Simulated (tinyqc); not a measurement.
Inside a calculation: Weaire-Thorpe hybrids on a Bethe lattice: gap and dangling bond of an amorphous tetrahedral solid. Values are carried at full precision from step to step, so a last printed digit may differ when a step is redone from the rounded ones.

Four sp3 hybrids an atom at energy 0, coupled by -V1 on the atom and by -V2 along a bond; the bonds form a tree (no rings). For any network the gap runs at least from -V2 + V1 to V2 - 3 V1, and p-like states pile up at -V2 + V1 and V2 + V1. On the tree the gap is wider: it ends at Ec = -V1 + sqrt(V2^2 + 4 V1^2 - 2 sqrt3 V1 V2), which makes it well wider than the gaps of the real glasses. A branch seen from a hybrid has the self-energy S = V2^2 g, where g is the Green function of the hybrid across the bond, whose three partners carry S themselves. With a = z - V1, b = a - S: g = 1/(a + V1 b/(b + 3 V1)), z = E + i eta. A full atom has G = (1/b)(b + 3 V1)/(b + 4 V1) per hybrid; a dangling hybrid with shift dh has G = 1/(1/g - dh).

Values chosen for the exercise (of the size of tabulated hybrid energies for amorphous silicon; shifted at random, so the results belong to these values and not to a real crystal): V1 = 1.71 eV (coupling of two hybrids on one atom); V2 = 4.57 eV (coupling of the two hybrids of a bond); E = 2.02 eV (energy); eta = 0.02 eV (broadening); dh = -0.15 eV (shift of the dangling hybrid (rehybridisation)).

## Edges

Bounds -V2 + V1 and V2 - 3 V1. On the tree the s-like bands are narrower: E = -V1 -/+ sqrt(V2^2 + 4 V1^2 + V1 V2 e) with e from -2 sqrt3 to 2 sqrt3 (for a crystal, -4 to 4), so the conduction edge is -V1 + sqrt(V2^2 + 4 V1^2 - 2 sqrt3 V1 V2).

edges (eV): Ev -2.8600, Ec(bound) -0.5600, Ec(tree) 0.6374

gaps (eV): (bound, reached in the crystal) 2.3000, (tree) 3.4974

The gap needs no periodicity, only V2 > 2 V1 (here V2/V1 = 2.673); leaving out rings widens it by 1.197 eV. Two parameters give the trend, not the value.

## The self-energy at one energy

S = V2^2 g is a quadratic A S^2 + B S + C = 0 with A = a + V1, B = -(a (a + 4 V1) + V2^2), C = V2^2 (a + 3 V1), a = z - V1. Of the two roots take the one with Im S < 0 (if both qualify, the decaying one, with the smaller |V1 V2 g/(b + 3 V1)|).

A, B, C: 2.0200+0.0200i  -23.1010-0.1492i  113.6139+0.4177i

roots (eV): 5.7308+4.8329i  5.7050-4.8723i

S = 5.7050-4.8723i eV

## Densities at that energy

With z = E + i eta, b = z - V1 - S: full atom G = (b + 3 V1)/(b (b + 4 V1)); g = S/V2^2; dangling hybrid 1/(1/g - dh); densities -Im G/pi.

G (1/eV): (bulk) -0.0624-0.1162i, (dangling with dh = 0) 0.2732-0.2333i, (dangling with dh) 0.2696-0.2150i
densities (1/eV): (bulk) 0.0370, (dangling with dh = 0) 0.0743, (dangling with dh) 0.0685

## The dangling-bond level

For eta = 0 the level solves 1/g(E) = dh inside the gap (bisection); its weight on the dangling hybrid is 1/(d(1/g)/dE), by central differences with step 1e-5 eV.

level = -0.0885 eV
above Ev = 2.7715 eV
weight on the dangling hybrid = 0.599

The level lies at 79 % of the gap of the tree; 40 % of it spreads over the back bonds.

## Checks

- Conduction edge from the formula against the zero of the discriminant: both 0.637421.
- S from the quadratic against damped iteration of S = V2^2 g: both 5.704996.

Computed by tinyqc, a small Python program: `OMP_NUM_THREADS=1 python tinyqc.py 1451567 1451568 out.jsonl` (the numbers bound the seed that draws the inputs); one thread of a shared host (Intel(R) Xeon(R) Processor @ 2.30GHz), about 0.02 s for the whole set of steps.
